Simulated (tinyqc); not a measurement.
Inside a calculation: thin-film optics by transfer matrices. Values are carried at full precision from step to step, so a last printed digit may differ when a step is redone from the rounded ones.

Indices N = n + i k. Snell: N0 sin(theta) = N_j sin(theta_j), with Im(N_j cos theta_j) >= 0. Admittance y_j = N_j cos theta_j for s and N_j/cos theta_j for p. Phase delta_j = 2 pi N_j cos theta_j d_j/lambda. Layer matrix [[cos delta, -i sin delta/y], [-i y sin delta, cos delta]], multiplied from the top down to M. (B, C) = M (1, y_sub); r = (y0 B - C)/(y0 B + C), R = |r|^2, T = 4 Re y0 Re y_sub/|y0 B + C|^2, absorbed in the films 1 - R - T.

Inputs chosen for the exercise (indices near those of HfO2, SiO2 on Si; shifted at random, so the results belong to these values and not to a real crystal):
- lam = 193 nm (vacuum wavelength)
- n0 = 1.44 (ambient index)
- n = (2.822, 1.588, 0.897) (n of HfO2, SiO2, substrate)
- k = (0.588, 0, 2.773) (k in the same order)
- d = (2, 16) nm (thicknesses, top first)
- theta = 45 degrees (angle of incidence)
- pol = p (polarisation)

## Angles, admittances and phases

Form cos theta_j, y_j and delta_j.

cos theta_j: ambient 0.7071, film 1 0.9414+0.0265i, film 2 0.7674, substrate 1.0489+0.0341i

y_j: ambient 2.0365, film 1 3.0127+0.5399i, film 2 2.0694, substrate 0.9401+2.6133i

delta_j (rad): film 1 0.1720+0.0409i, film 2 0.6347

## Layer matrices and their product

Form each matrix and multiply from the top down.

matrix of film 1:
```
[[0.9861-0.0070i, 0.0031-0.0574i],
 [0.2139-0.4942i, 0.9861-0.0070i]]
```

matrix of film 2:
```
[[0.8052, -0.2865i],
 [-1.2271i, 0.8052]]
```

M:
```
[[0.7236-0.0094i, 0.0005-0.3288i],
 [0.1637-1.6080i, 0.6524-0.0669i]]
```

Each matrix has determinant 1, and so has M.

## Reflection and transmission

Close the stack on the substrate.

B, C: [1.5832-0.3173i, 0.9519+0.0340i]

r = 0.5560-0.0814i
R = 0.3158
T into the substrate = 0.4299
absorbed in the films = 0.2543

The bare substrate would reflect 0.5119.

## Ellipsometric angles

Ellipsometry: rho = tan(Psi) exp(i Delta) = -conj(r_p/r_s) with the r of the admittance formula, Delta in 0 to 360 degrees, so that a bare dielectric at small angles gives Delta = 180.

Repeat the steps for both polarisations.

r_s = 0.3991-0.3261i
r_p = 0.5560-0.0814i
Psi = 47.48 degrees
Delta = 149.08 degrees

## Checks

- R against the recursion of Airy sums from the substrate up: both 0.31579.

Computed by tinyqc, a small Python program: `OMP_NUM_THREADS=1 python tinyqc.py 1680991 1680992 out.jsonl` (the numbers bound the seed that draws the inputs); one thread of a shared host (Intel(R) Xeon(R) Processor @ 2.30GHz), about 0.01 s for the whole set of steps.
